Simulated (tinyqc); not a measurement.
Transfer between valleys with temperature: electrons shared among three sets of ellipsoidal valleys.

F_j(eta) = (1/Gamma(j + 1)) integral_0^infinity x^j dx/(1 + exp(x - eta)), which tends to exp(eta) for eta << 0.

Sets Gamma, L, X: N_i = M_i times N = 2 (m kB T/(4 pi c))^(3/2) with c = hbar^2/2m0, in 1/angstrom^3; times 1e24 for 1/cm^3, m = (ml mt^2)^(1/3); n = sum_i N_i F_1/2((EF - dE_i)/kT), energies from the edge of the first set; mu_drift = sum of share times mobility.

Constants: hbar^2/2m0 = 3.80998211 eV angstrom^2; kB = 8.617333262e-05 eV/K.

Inputs chosen for the exercise (masses and offsets near those of InP; mobilities are free inputs, held fixed; not measured data): dE = (0, 0.479, 0.892) eV (edges of Gamma, L, X above the first); M = (1, 4, 3) (valleys in each set); ml = (0.08, 1.718, 1.361) m0 (longitudinal masses of Gamma, L, X); mt = (0.08, 0.129, 0.2798) m0 (transverse masses); mu = (5400, 530, 230) cm^2/(V s) (mobility of each set); n = 7.8e+18 1/cm^3 (total electron density).

Offsets, masses and mobilities are held fixed; n is fixed too, so the high values of T stand for hot electrons, not for the lattice.

Populations:
```
T (K)  EF (eV)  share Gamma  share L  share X  mu_drift
77      0.1791       1.0000   0.0000   0.0000      5400
150     0.1785       1.0000   0.0000   0.0000      5400
300     0.1761       1.0000   0.0000   0.0000      5400
450     0.1716       0.9986   0.0014   0.0000      5393
600     0.1634       0.9863   0.0137   0.0000      5333
1200    0.0602       0.6904   0.3015   0.0081      3890
2000   -0.2286       0.3052   0.6135   0.0813      1992
```

Give the missing row, T (K) = 900.

Computed row:
```
T (K)  EF (eV)  share Gamma  share L  share X  mu_drift
900     0.1271       0.8786   0.1206   0.0009      4808
```

The share of Gamma goes from 1.000 to 0.305 and the mean mobility from 5400 to 1992 cm^2/(V s). Gamma and L hold equal numbers between T = 1200 and 2000 K. The share of X is at most 0.081.

Run: tinyqc, `OMP_NUM_THREADS=1 python tinyqc.py 1680124 1680125 out.jsonl`; Intel(R) Xeon(R) Processor @ 2.30GHz, one thread, shared host; about 0.01 s of CPU time with all checks.
